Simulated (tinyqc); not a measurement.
# Free and trapped electrons in a MOS channel with a dense trap tail: two studies

p-type body, charge-sheet picture, full ionisation (an idealisation for deep acceptors), Boltzmann statistics for free electrons. e = Ec - EF at the surface. Acceptor-like traps of density D(E) = D0 + De exp(-E/Ew) at depth E below Ec, from 0 to Eu, hold n_t = integral of D(E)/(1 + exp((e - E)/Vt)). psi = Eg - Vt ln(Nv/Na) - e; N_dep = sqrt(2 eps0 eps_r Na (psi - Vt)/q); n_f = sqrt(N_dep^2 + 2 eps0 eps_r Vt Nc exp(-e/Vt)/q) - N_dep; Vg = Vfb + psi + q (N_dep + n_t + n_f)/Cox, Cox = eps0 eox/tox.

Inputs (values chosen for the exercise); band and dielectric values close to those of 4H silicon carbide:
- T = 250 K (temperature)
- Eg = 3.32 eV (band gap)
- eps_r = 9.58 (relative permittivity)
- Nc = 1.29e19 cm^-3 (conduction-band density of states at T)
- Nv = 1.92e19 cm^-3 (valence-band density of states at T)
- eox = 3.9 (relative permittivity of the insulator)
- tox = 57 nm (insulator thickness)
- Na = 3.7e15 cm^-3 (acceptor density)
- Vfb = -2.39 V (flat-band voltage without trapped charge)
- D0 = 1.2e11 cm^-2 eV^-1 (constant background density of acceptor-like traps)
- De = 7.2e13 cm^-2 eV^-1 (density of the tail at the conduction edge)
- Ew = 0.08 eV (decay energy of the tail)
- Eu = 0.63 eV (depth below Ec down to which the traps reach)
- mf = 230 cm^2/(V s) (mobility of free electrons)

Constants: q = 1.602176634e-19 C, kB = 1.380649e-23 J/K, Vt = kB T/q, eps0 = 8.8541878128e-14 F/cm where lengths are in cm. Results are converted to the units shown.

Each table varies one quantity; the others keep the values above.

## Free and trapped charge against gate voltage

Free share n_f/(n_f + n_t); swing ln 10 n_f/(dn_f/dVg); field-effect mobility mf q (dn_f/dVg)/Cox, for a constant mf; oxide field q (N_dep + n_t + n_f)/(eps0 eox).

Results:
```
Vg (V)	e (eV)	n_f (cm^-2)	n_t (cm^-2)	free share (%)	swing (mV/decade)	field-effect mobility (cm^2/(V s))	oxide field (MV/cm)
1.7	0.3216	1.462e6	1.517e11	9.639e-4	265.8	0.007705	0.2238
3.4	0.1806	9.898e8	7.319e11	0.1350	1198	1.157	0.4974
5.2	0.1273	1.151e10	1.379e12	0.8276	2328	6.924	0.8038
8.7	0.07414	1.167e11	2.574e12	4.339	5182	31.55	1.408
10.5	0.05643	2.320e11	3.132e12	6.897	7003	46.40	1.721
12.2	0.04241	3.819e11	3.618e12	9.548	8757	61.09	2.017
14	0.02933	5.878e11	4.087e12	12.57	1.049e4	78.47	2.330
15.8	0.01738	8.494e11	4.501e12	15.87	1.203e4	98.88	2.644
```

Estimate the missing row, Vg = 7 V.

Computed row:
```
Vg (V)	e (eV)	n_f (cm^-2)	n_t (cm^-2)	free share (%)	swing (mV/decade)	field-effect mobility (cm^2/(V s))	oxide field (MV/cm)
7	0.09550	4.753e10	2.010e12	2.311	3660	18.19	1.114
```

With this row back in the table: n_f reaches 1e11 cm^-2 at Vg = 8.36 V, against 1.84 V without traps. The free share rises from 9.64e-4 to 15.9 % and the field-effect mobility rises from 0.00770 to 98.9 cm^2/(V s), although mf = 230 is constant: in the last row 43.0 % of Cox dVg goes into free electrons. The swing in the first row is 266 mV a decade (Vt ln 10 = 49.6). For Vg = 12.2, 14, 15.8 EF lies less than 2 Vt below the band edge, or above it, where degeneracy and confinement, left out, matter.

## Effect of the decay energy of the tail

VT is the Vg for n_f = 1e11 cm^-2; swing ln 10 n_f/(dn_f/dVg) at n_f = 1e8 cm^-2; the last three columns are for Vg = VT + 4.6 V, with free share n_f/(n_f + n_t) and field-effect mobility mf q (dn_f/dVg)/Cox; there EF is near the band edge, where Boltzmann statistics are rough.

Effect of the decay energy of the tail:
```
Ew (eV)	e at VT (eV)	VT (V)	q n_t/Cox at VT (V)	swing (mV/decade)	n_f (cm^-2)	free share (%)	field-effect mobility (cm^2/(V s))
0.03	0.07794	2.870	1.025	85.96	8.571e11	38.95	127.9
0.05	0.07794	4.604	2.760	205.0	6.154e11	21.51	93.13
0.07	0.07794	7.003	5.158	489.0	4.992e11	13.24	74.35
0.09	0.07794	9.796	7.952	882.2	4.350e11	9.009	63.26
0.11	0.07794	12.81	10.96	1320	3.955e11	6.625	56.14
0.13	0.07794	15.92	14.08	1763	3.690e11	5.164	51.26
0.15	0.07794	19.04	17.20	2188	3.502e11	4.206	47.72
0.17	0.07794	22.12	20.27	2587	3.363e11	3.543	45.06
```

Read the table: what changes, and by how much?

As Ew goes from 0.03 to 0.17, VT rises from 2.87 to 22.1 V, its part due to traps rises from 1.03 to 20.3 V, the swing rises from 86.0 to 2590 mV/decade and the field-effect mobility falls from 128 to 45.1 cm^2/(V s).

Numbers from tinyqc (`OMP_NUM_THREADS=1 python tinyqc.py 2222249 2222250 out.jsonl`; about 0.02 s on one thread of a shared Intel Xeon 2.30GHz).
